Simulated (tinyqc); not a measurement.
Short-channel transistor, virtual-source model with series resistance: two steps of the calculation.

The current per gate width is the charge at the top of the source barrier (the virtual source) times its velocity times a saturation function; al and be are fitting constants of the model. Units: I in uA/um, Rs in ohm um, so I Rs = 1e-6 I Rs in volts; Q in uC/cm^2, so I = 1e-4 Q vx0 Fsat with vx0 in cm/s.

Parameters, values chosen for the exercise:
```
symbol,value,unit,meaning
T,300,K,temperature
Cinv,3.11,uF/cm^2,inversion capacitance
vx0,1.48e7,cm/s,velocity at the virtual source
mu,570,cm^2/(V s),apparent mobility
L,90,nm,channel length
VT0,0.43,V,threshold at zero drain voltage
dl,0.125,V/V,drain-induced barrier lowering
n0,1.11,,subthreshold factor
nd,0.1,1/V,growth of n with drain voltage
al,3.5,,threshold shift (in units of Vt) from weak to strong inversion
be,1.8,,sharpness of saturation
Rs,90,ohm um,series resistance of each contact
Vgs,0.7,V,gate voltage
Vds,0.7,V,drain voltage
```

Constants: q = 1.602176634e-19 C, kB = 1.380649e-23 J/K, Vt = kB T/q. Results are converted to the units shown.

Problem 1. Current through the series resistance. Intrinsic voltages Vg' = Vgs - I Rs, Vd' = Vds - 2 I Rs. n = n0 + nd Vd', VT = VT0 - dl Vd', Ff = 1/(1 + exp((Vg' - VT + al Vt/2)/(al Vt))), Q = Cinv n Vt ln(1 + exp((Vg' - VT + al Vt Ff)/(n Vt))), Vdsat = (vx0 L/mu)(1 - Ff) + Vt Ff, Fsat = u/(1 + u^be)^(1/be) with u = Vd'/Vdsat, and I(out) = Q vx0 Fsat per width. (Fsat takes the sign of u.) I(new) = I + 0.5 (I(out) - I).

I after iteration 1 = 768.63100 uA/um

Give: Vg'; Vd'; VT; Ff; Q; Vdsat; Fsat; I(out); I after iteration 2.

Solution 1.

Vg' = 0.63082 V
Vd' = 0.56165 V
VT = 0.35979 V
Ff = 0.029444
Q = 0.85120 uC/cm^2
Vdsat = 0.22756 V
Fsat = 0.90506
I(out) = 1140.2 uA/um
I after iteration 2 = 954.40 uA/um

Problem 2. What the series resistance costs. n = n0 + nd Vd', VT = VT0 - dl Vd', Ff = 1/(1 + exp((Vg' - VT + al Vt/2)/(al Vt))), Q = Cinv n Vt ln(1 + exp((Vg' - VT + al Vt Ff)/(n Vt))), Vdsat = (vx0 L/mu)(1 - Ff) + Vt Ff, Fsat = u/(1 + u^be)^(1/be) with u = Vd'/Vdsat, and I = Q vx0 Fsat per width. I0 is the current for Rs = 0. Effective velocity I/Q; transit time L Q/I.

converged I = 1015.4023 uA/um
I0 = 1537.2620 uA/um

Give: loss against I0; effective velocity; transit time.

Solution 2.

loss against I0 = 33.947 %
effective velocity = 1.3226e7 cm/s
transit time = 0.68048 ps

The carriers leave the virtual source at 89.4 % of vx0: the device is in saturation.

Program tinyqc, `OMP_NUM_THREADS=1 python tinyqc.py 2380086 2380087 out.jsonl`; Intel Xeon 2.30GHz, shared host, one thread, about 0.01 s.
